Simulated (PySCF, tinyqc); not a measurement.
Coupled-perturbed Hartree-Fock on RHF in the sto-3g basis, for BeH+, spin multiplicity 1, step by step. The lowest restricted solution is unstable here: a spin-polarised one lies 0.0191 hartree lower (PySCF). One step of it, computed by the program tinyqc.

Question. Coupled step 1. U_ai = -(mu_ai + sum_bj [4 (ai|bj) - (ab|ij) - (aj|bi)] U_bj) / (e_a - e_i); alpha = -4 sum U_ai mu_ai.

uncoupled U, order a3, a4, a5, a6:
$$\begin{pmatrix}
0.000000 & 0.000000 \\
-0.016744 & -1.025727 \\
-0.025061 & -1.535203 \\
0.000000 & 0.000000
\end{pmatrix}$$

dipole integrals <a|y|i> (bohr), order a3, a4, a5, a6:
$$\begin{pmatrix}
0.000000 & 0.000000 \\
0.081409 & 0.520361 \\
0.121845 & 0.778823 \\
0.000000 & 0.000000
\end{pmatrix}$$

orbital energies (hartree): MO1 -4.978692, MO2 -0.624019, MO3 -0.249525, MO4 -0.116709, MO5 -0.116709, MO6 0.052162

Two-electron integrals over orbitals (pq|rs), unique and non-zero (hartree):
```
(11|11) 2.275856    (21|11) -0.177136   (21|21) 0.022693    (22|11) 0.446983
(22|21) -0.002136   (22|22) 0.433428    (31|11) -0.169973   (31|21) 0.018545
(31|22) -0.012608   (31|31) 0.025009    (32|11) 0.093394    (32|21) -0.005776
(32|22) -0.061684   (32|31) 0.001280    (32|32) 0.077110    (33|11) 0.503361
(33|21) -0.009914   (33|22) 0.332913    (33|31) 0.001480    (33|32) 0.025543
(33|33) 0.407698    (41|41) 0.015578    (42|41) 0.014589    (42|42) 0.047464
(43|41) 0.013609    (43|42) 0.036203    (43|43) 0.046393    (44|11) 0.569241
(44|21) -0.006191   (44|22) 0.344217    (44|31) -0.005985   (44|32) 0.050314
(44|33) 0.370991    (44|44) 0.449859    (51|51) 0.015578    (52|51) 0.014589
(52|52) 0.047464    (53|51) 0.013609    (53|52) 0.036203    (53|53) 0.046393
(54|54) 0.024249    (55|11) 0.569241    (55|21) -0.006191   (55|22) 0.344217
(55|31) -0.005985   (55|32) 0.050314    (55|33) 0.370991    (55|44) 0.401360
(55|55) 0.449859    (61|11) -0.071259   (61|21) 0.012237    (61|22) 0.008351
(61|31) 0.001095    (61|32) -0.008086   (61|33) -0.013403   (61|44) -0.001885
(61|55) -0.001885   (61|61) 0.014665    (62|11) 0.131376    (62|21) -0.000873
(62|22) -0.008670   (62|31) -0.008651   (62|32) 0.058764    (62|33) -0.004488
(62|44) 0.069790    (62|55) 0.069790    (62|61) 0.006499    (62|62) 0.112166
(63|11) -0.087888   (63|21) 0.003423    (63|22) 0.056451    (63|31) -0.004827
(63|32) -0.074784   (63|33) -0.041145   (63|44) -0.044820   (63|55) -0.044820
(63|61) 0.008507    (63|62) -0.062705   (63|63) 0.092019    (64|41) 0.006086
(64|42) 0.023009    (64|43) 0.005022    (64|64) 0.021156    (65|51) 0.006086
(65|52) 0.023009    (65|53) 0.005022    (65|65) 0.021156    (66|11) 0.478475
(66|21) -0.002504   (66|22) 0.439644    (66|31) -0.011184   (66|32) -0.064447
(66|33) 0.362629    (66|44) 0.348797    (66|55) 0.348797    (66|61) 0.006886
(66|62) -0.029009   (66|63) 0.055930    (66|66) 0.472150
```

Give: U after step 1; polarisability.

Answer.

U after step 1, order a3, a4, a5, a6:
$$\begin{pmatrix}
0.0000 & 0.0000 \\
-0.0080 & -1.4321 \\
-0.0120 & -2.1435 \\
0.0000 & 0.0000
\end{pmatrix}$$

polarisability = 9.6670 bohr^3
